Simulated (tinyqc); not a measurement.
Kissinger analysis: growth of a silicide layer between metal and silicon: linear-parabolic kinetics, ramp anneals and Kissinger analysis. Computed by tinyqc, a small Python program. Command: `OMP_NUM_THREADS=1 python tinyqc.py 3024731 3024732 out.jsonl silicide walk`. One thread of a shared host (Intel(R) Xeon(R) Processor @ 2.30GHz), about 0.1 s of CPU time with the checks.

One compound layer of thickness x grows by diffusion through itself and reaction at an interface, dx/dt = 1/(2x/K + 1/v), until the metal is used up at x = a h.

Inputs (values chosen for the exercise, modelled on CoSi2):
```
quantity                                 value    unit
metal thickness h                           54      nm
silicide formed per metal thickness a     3.52       -
prefactor of the parabolic constant K  1.8e+14  nm^2/s
activation energy E of K                   2.3      eV
prefactor of the interface velocity v  4.5e+14    nm/s
activation energy E_v                     2.53      eV
```

Constants: k_B = 8.617333262e-05 eV/K.

Method:
- The silicide ends at the thickness a h.
- K = K0 exp(-E/(k_B T)), v = v0 exp(-E_v/(k_B T)).
- Temperatures in kelvin are T(C) + 273.15.
- Ramp from x = 0 at 100 C at the rate beta: dx/dT = (1/beta)/(2x/K + 1/v), integrated adaptively (tolerance 1e-9) until x = a h at T_f.
- Plot ln(beta/T_f^2) against 1/(k_B T_f), T_f in kelvin; minus the least-squares slope estimates the activation energy.

final thickness = 190.08 nm

Ramps:
```
beta (C/s)  T_f (C)  1/(k_B T_f) (1/eV)  ln(beta/T_f^2)
0.03         641.80              12.683         -17.144
0.1          678.44              12.195         -16.019
0.3          714.46              11.750         -14.995
1            757.09              11.264         -13.875
3            799.23              10.821         -12.857
10           849.42              10.338         -11.744
30           899.33               9.897         -10.733
```

Kissinger energy = 2.3016 eV

What does the comparison show, and why?

A thousandfold faster ramp raises the completion temperature by only 258 C. The fit gives 2.302 eV, against E = 2.3 eV for diffusion and E_v = 2.53 eV for the interface: diffusion controls. Caution: nucleation and competing phases are left out; disilicides such as CoSi2 and the low-resistance form of TiSi2 start by nucleation and follow this law at best in part.

Extremes, crossings and ranges named in words are read from the listed rows.
